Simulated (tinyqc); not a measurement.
Composition profile: interdiffusion in a binary couple: Darken equations, Kirkendall shift and Boltzmann-Matano analysis. Computed by tinyqc, a small Python program. Command: `OMP_NUM_THREADS=1 python tinyqc.py 3002930 3002931 out.jsonl darken walk`. One thread of a shared host (Intel(R) Xeon(R) Processor @ 2.30GHz), about 0.02 s of CPU time with the checks.

x is the mole fraction of B; the molar volume is constant, and the two halves are long enough to count as infinite.

Inputs (values chosen for the exercise, for a model alloy A-B):
```
quantity                        value   unit
tracer diffusivity D*_A(0)    4.1e-14  m^2/s
tracer diffusivity D*_B(0)    4.9e-14  m^2/s
slope k of ln D* with x           1.1      -
regular-solution parameter W    -0.12     eV
temperature T                    1410      K
left composition x_L             0.33      -
right composition x_R            0.84      -
time t                          84000      s
```

Vacancy-wind correction: Manning, fcc.

Constants: k_B = 8.617333262e-05 eV/K.

Method:
- D*_i(x) = D*_i(0) exp(k x); thermodynamic factor Phi = 1 - 2 W x (1 - x)/(k_B T); with f0 = 0.7815, M0 = 2 f0/(1 - f0), den = M0 ((1 - x) D*_A + x D*_B): D_A = D*_A Phi [1 + 2 (1 - x)(D*_A - D*_B)/den], D_B = D*_B Phi [1 - 2 x (D*_A - D*_B)/den]; interdiffusion D~ = x D_A + (1 - x) D_B.
- With lambda = z/sqrt(t), the profile solves d/dlambda (D~ dx/dlambda) + (lambda/2) dx/dlambda = 0 with x = x_L and x_R far to the left and right; z = 0 is the original interface. It is solved as a boundary-value problem in y = lambda/sqrt(D~ at the mean composition) on -12 < y < 12 (collocation, tolerance 1e-8).
- The last column is the error-function profile for a constant D~ taken at the mean composition.

D~ at the mean composition = 1.2506e-13 m^2/s

Profile at time t:
```
y      z (um)        x  dx/dz (1/um)  x for constant D~
-3.0  -307.48  0.33531     0.0001143            0.33864
-2.0  -204.99  0.36522     0.0005412            0.37011
-1.5  -153.74  0.40156     0.0008817            0.40366
-1.0  -102.49  0.45508     0.0011923            0.45227
-0.5   -51.25  0.52149     0.0013724            0.51454
0.0      0.00  0.59286     0.0013857            0.58500
0.5     51.25  0.66103     0.0012544            0.65546
1.0    102.49  0.71980     0.0010276            0.71773
1.5    153.74  0.76568     0.0007611            0.76634
2.0    204.99  0.79802     0.0005066            0.79989
3.0    307.48  0.83001     0.0001597            0.83136
```

What follows from these numbers?

At the original interface x = 0.5929, against the mean 0.5850. D~ is 1.41 times as large at x_R as at x_L, so the profile is flatter and reaches further on the right.
